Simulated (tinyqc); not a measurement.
Anneal temperature: kinetics of strain relaxation and threading dislocations in mismatched semiconductor layers. Computed by tinyqc, a small Python program. Command: `OMP_NUM_THREADS=1 python tinyqc.py 3006104 3006105 out.jsonl threading walk`. One thread of a shared host (Intel(R) Xeon(R) Processor @ 2.30GHz), about 0.01 s of CPU time with the checks.

60-degree dislocations on {111} planes of a (001) layer, isotropic elasticity. The Schmid factor is 1/sqrt(6), and a misfit segment relieves strain with b/2.

Inputs (values chosen for the exercise, modelled on GaAs on Si):
```
quantity,value,unit
misfit f,0.0393,-
shear modulus G,48.6,GPa
Poisson ratio nu,0.31,-
Burgers vector b,4,angstrom
glide activation energy Q,1.31,eV
velocity prefactor v0,9800,m/s per MPa
layer thickness h,32,nm
anneal temperature T,576,K
anneal time t,96,s
initial thread density rho_0,760000,1/cm^2
multiplication constant delta,5700,1/m
```

Sources: fixed density of threads.

Constants: k_B = 8.617333262e-05 eV/K.

Method:
- Excess resolved stress tau = (1/sqrt 6) [2 G (1 + nu)/(1 - nu)] (e - e_eq), e_eq = b (1 - nu/4) [ln(h/b) + 1]/(4 pi (1 + nu) h), the Matthews-Blakeslee strain of an uncapped layer; glide velocity v = v0 tau exp(-Q/(k_B T)), tau in MPa.
- Threads run in two directions, so de/dt = -(b/4) rho v, with rho fixed. With x = e - e_eq, x0 = f - e_eq (fully strained at t = 0) and v = m S x (m the mobility, S x = tau): x = x0 exp(-t/t_r), t_r = 4/(b rho_0 m S).
- The half time is that at which x = x0/2.

half time = 357.906 s

excess stress tau = 2676.75 MPa

equilibrium strain e_eq = 0.00377000

After the time t:
```
T (K),first velocity (micrometre/s),relieved (%),threads (1/cm^2),half time (s)
512,3.3426e+00,0.684,760000,9.6943e+03
534,1.1359e+01,2.306,760000,2.8528e+03
560,4.2594e+01,8.375,760000,7.6077e+02
581,1.1363e+02,20.811,760000,2.8519e+02
606,3.3440e+02,49.676,760000,9.6904e+01
623,6.6305e+02,74.374,760000,4.8872e+01
648,1.6998e+03,96.951,760000,1.9064e+01
688,6.6488e+03,100.000,760000,4.8737e+00
```

The half time follows exp(Q/(k_B T)), a decade for each 56 K near 606 K. Relief goes from 21 % at 581 K to 74.4 % at 623 K: with a fixed density the onset is gradual, and more threads relax the layer sooner. Caution: at stresses above about 1 GPa the linear velocity law understates glide, as stress lowers the kink barrier. Caution: at such misfit the layer islands and relaxes during the first nanometres, so a uniform strained start is an idealisation. Caution: rows with more than 50 % relieved leave out blocking by crossing misfit lines, which slows real layers.

Extremes, crossings and ranges named in words are read from the listed rows.
